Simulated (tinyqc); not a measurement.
On-chip interconnect, size-dependent resistivity and RC delay: one step of the calculation.

A rectangular line between two neighbours and two ground planes. Surface and grain-boundary scattering are added to the bulk resistivity as corrections; capacitances are parallel-plate values without fringing; inductance is ignored.

Question. Node voltages after a time step. A 1 V step is applied behind Rd at t = 0. C dv/dt = -G v + b, with G the conductance matrix of the ladder (1/Rs between neighbours, 1/Rd added at node 0) and b = (1 V/Rd, 0, ...). Trapezoidal step: (C/dt + G/2) v(new) = (C/dt - G/2) v + b.

Parameters, values chosen for the exercise:
- Rd = 1300 ohm (driver resistance)
- dt = 3.3 ps (time step)

Rs = 3340.5895 ohm

```
node       C (fF)  v at t = 0 (V)
0     0.049479285               0
1     0.098958570               0
2     0.098958570               0
3     0.098958570               0
4     0.098958570               0
5     0.098958570               0
6      0.63947928               0
```

Find: v at t = 1 dt.

Answer.

v at t = 1 dt, node 0 to 6 (V): 1.6960  1.0846  0.6905  0.4348  0.2661  0.1508  0.0657

Node 0 overshoots the 1 V source: the trapezoidal rule rings on modes much faster than dt.

Range of the model: The metal width is under the mean free path, where the thick-limit surface term and the simple sum of corrections lose accuracy.

Computed by the program tinyqc: `OMP_NUM_THREADS=1 python tinyqc.py 2100060 2100061 out.jsonl`, one thread of a shared Intel Xeon 2.30GHz, about 0.01 s for the whole run.
